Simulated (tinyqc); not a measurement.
Worked calculation: FCI on RHF in the sto-6g basis, for HeH+, spin multiplicity 1. One step of it, computed by the program tinyqc.

Problem. Iteration 4 (converged): orbitals. Diagonalise F' = X^T F X, C = X C', fill 1 alpha and 1 beta electrons from the bottom; D = 2 C_occ C_occ^T. Each column has its largest component positive (the first on a tie).

converged F (hartree), order 1He 1s, 2H 1s:
```
[[-1.296817, -0.377550],
 [-0.377550, -0.514688]]
```

X, order 1He 1s, 2H 1s:
```
[[0.794146, 0.643572],
 [-0.794146, 0.643572]]
```

Give: F' = X^T F X; orbital energies; coefficients C; D after iteration 4.

Solution.

F' = X^T F X (hartree):
```
[[-0.6662, -0.3997],
 [-0.3997, -1.0630]]
```

orbital energies (hartree): [-1.3109, -0.4184]

coefficients C, order 1He 1s, 2H 1s:
```
[[0.9655, -0.3358],
 [0.1285, 1.0141]]
```

D after iteration 4, order 1He 1s, 2H 1s:
```
[[1.8642, 0.2480],
 [0.2480, 0.0330]]
```
